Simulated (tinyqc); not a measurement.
## Reverse leakage of an n+-p junction: diffusion, generation, trap-assisted and band-to-band tunnelling: leakage components against the temperature

One-sided abrupt junction in the depletion approximation, x from the junction (0) to W on the p side, field F = F0 (1 - x/W). Flat quasi-Fermi levels, long p side. Traps generate through SRH with both lifetimes shortened by 1 + Gamma (Hurkx enhancement, form for moderate fields); band-to-band generation is local and needs a total bending above Eg.

Nc and Nv are given at 350 K and scale as (T/350 K)^1.5; all else is held fixed. ni = sqrt(Nc Nv) exp(-Eg/(2 Vt)), Eg in volts; Vbi = Vt ln(Na Nd/ni^2); W = sqrt(2 eps0 eps_r (Vbi + VR)/(q Na)); F0 = 2 (Vbi + VR)/W; FG = sqrt(24 mt m0 (kB T)^3)/(q hbar); J_diff = q ni^2 sqrt(Dn/tau)(1 - exp(-VR/Vt))/Na. u = (Vbi + VR)(1 - x/W)^2, p = Na exp(-u/Vt), n = Nd exp((u - Vbi - VR)/Vt); G0 = ni^2 (1 - exp(-VR/Vt))/(tau (n + p + 2 ni cosh(Et/Vt))); Gamma = 2 sqrt(3 pi)(F/FG) exp((F/FG)^2); trap-assisted part G0 Gamma; G_bb = Ab F^2.5 exp(-Bb/F) with F in V/cm, zero unless Vbi + VR > Eg. Currents are q times the integrals over 0 to W; J_bb under 1e-8 of J is printed as 0; rows with F0/FG above 2.2, beyond the range of this Gamma, are left out.

Inputs (values chosen for the exercise); band and dielectric values close to those of silicon:
- Eg = 1.13 eV (band gap)
- eps_r = 11.6 (relative permittivity)
- Nc = 3.52e19 cm^-3 (conduction-band density of states at the reference temperature)
- Nv = 3.4e19 cm^-3 (valence-band density of states at the reference temperature)
- Na = 2.4e16 cm^-3 (acceptor density of the lighter side)
- Nd = 1e19 cm^-3 (donor density of the heavier side)
- tau = 3e-9 s (SRH lifetime of both carriers at zero field)
- Et = 0 eV (trap level above the intrinsic level)
- mt = 0.26 m0 (tunnelling mass)
- Dn = 9.4 cm^2/s (electron diffusion coefficient on the lighter side)
- Ab = 6.6e14 cm^-0.5 V^-2.5 s^-1 (band-to-band prefactor)
- Bb = 2.01e7 V/cm (band-to-band field constant)
- VR = 1.9 V (reverse bias)

Constants: q = 1.602176634e-19 C, kB = 1.380649e-23 J/K, hbar = 1.054571817e-34 J s, m0 = 9.1093837015e-31 kg, Vt = kB T/q, eps0 = 8.8541878128e-14 F/cm where lengths are in cm. Results are converted to the units shown.

The same in every row: J_bb (A/cm^2) = 0.

Result of one run:
```
T (K)  F0 (kV/cm)  F0/FG  J_diff (A/cm^2)  J_SRH (A/cm^2)  J_TAT (A/cm^2)  J (A/cm^2)    largest part
430           142  0.220          4.73e-5         0.00682         0.00570      0.0126  SRH generation
```

What becomes of these results when the temperature T is changed from 430 to 310 K, all else the same?

Result of the changed run:
```
T (K)  F0 (kV/cm)  F0/FG  J_diff (A/cm^2)  J_SRH (A/cm^2)  J_TAT (A/cm^2)  J (A/cm^2)              largest part
310           145  0.367         1.32e-10         1.07e-5         1.61e-5     2.68e-5  trap-assisted tunnelling
```

The whole series:
```
T (K)  F0 (kV/cm)  F0/FG  J_diff (A/cm^2)  J_SRH (A/cm^2)  J_TAT (A/cm^2)  J (A/cm^2)              largest part
220           147  0.623         1.44e-18         1.07e-9         3.18e-9     4.24e-9  trap-assisted tunnelling
250           147  0.512         2.71e-15         4.69e-8         1.07e-7     1.54e-7  trap-assisted tunnelling
280           146  0.430         1.05e-12         9.36e-7         1.71e-6     2.65e-6  trap-assisted tunnelling
310           145  0.367         1.32e-10         1.07e-5         1.61e-5     2.68e-5  trap-assisted tunnelling
340           144  0.318          7.29e-9         8.04e-5         1.03e-4     1.83e-4  trap-assisted tunnelling
370           144  0.279          2.14e-7         4.43e-4         4.86e-4     9.29e-4  trap-assisted tunnelling
400           143  0.247          3.86e-6         0.00191         0.00182     0.00374            SRH generation
430           142  0.220          4.73e-5         0.00682         0.00570      0.0126            SRH generation
```

J rises from 4.24e-9 to 0.0126 A/cm^2. Trap-assisted tunnelling leads at T = 220, SRH generation from 400 on. Activation energies over the table: 1.21 eV for diffusion (Eg = 1.13 eV, raised by the T^3 of ni^2), 0.608 eV for SRH generation (Eg/2 + |Et| = 0.565 eV), 0.559 eV for the trap-assisted part, lower since Gamma grows on cooling; the total shows 0.567 eV at the cold end and 0.599 eV at the hot end.

Computed by the program tinyqc: `OMP_NUM_THREADS=1 python tinyqc.py 2290055 2290056 out.jsonl`, one thread of a shared Intel Xeon 2.30GHz, about 0.01 s for the whole run.
